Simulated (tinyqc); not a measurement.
MOSFET in the linear regime without short-channel effects, parameter extraction from computed curves: one step of the calculation.

Inversion charge Q = Cox n Vt W0(exp((Vg - VT)/(n Vt))), W0 the Lambert function and n = nf; u = Q/Cox; mobility mu = mu0/(1 + th1 u + th2 u^2); channel resistance Rch = (L - dL)/(W mu Q); Id = Vd/(Rch + Rsd/W). Cox = eps0 eox/tox. Small Vd, no channel-length or drain effects.

Problem. Transfer curve. u, mu, Rch and Id as defined.

Values chosen for this exercise; channel values of the order met in silicon transistors: temperature T = 300 K; relative permittivity of the gate insulator (close to silicon dioxide) eox = 3.9; insulator thickness tox = 5.4 nm; low-field mobility mu0 = 96 cm^2/(V s); first mobility attenuation factor th1 = 0.19 1/V; second mobility attenuation factor th2 = 0 1/V^2; threshold voltage VT = 0.43 V; body factor nf = 1.5; gate width W = 0.5 um; drawn gate length L = 0.32 um; drawn less effective length dL = 0.002 um; source plus drain resistance Rsd = 290 ohm um; drain voltage Vd = 0.01 V.

Constants: q = 1.602176634e-19 C, kB = 1.380649e-23 J/K, Vt = kB T/q, eps0 = 8.8541878128e-14 F/cm where lengths are in cm. Results are converted to the units shown.

Vg, point 0 to 8 (V): [0.23, 0.33, 0.43, 0.53, 0.63, 0.73, 0.83, 0.93, 1.03]

Give: u; mu; Rch; Id.

Solution.

u, point 0 to 8 (V): [2.219e-4, 0.002741, 0.02199, 0.07462, 0.1480, 0.2308, 0.3184, 0.4087, 0.5008]
mu, point 0 to 8 (cm^2/(V s)): [96.00, 95.95, 95.60, 94.66, 93.37, 91.97, 90.52, 89.08, 87.66]
Rch, point 0 to 8 (ohm): [4.669e7, 3.781e6, 4.730e5, 1.408e5, 7.195e4, 4.685e4, 3.451e4, 2.732e4, 2.266e4]
Id, point 0 to 8 (uA): [2.142e-4, 0.002644, 0.02111, 0.07073, 0.1379, 0.2108, 0.2850, 0.3584, 0.4304]

Numbers from tinyqc (`OMP_NUM_THREADS=1 python tinyqc.py 2210064 2210065 out.jsonl`; about 0.01 s on one thread of a shared Intel Xeon 2.30GHz).
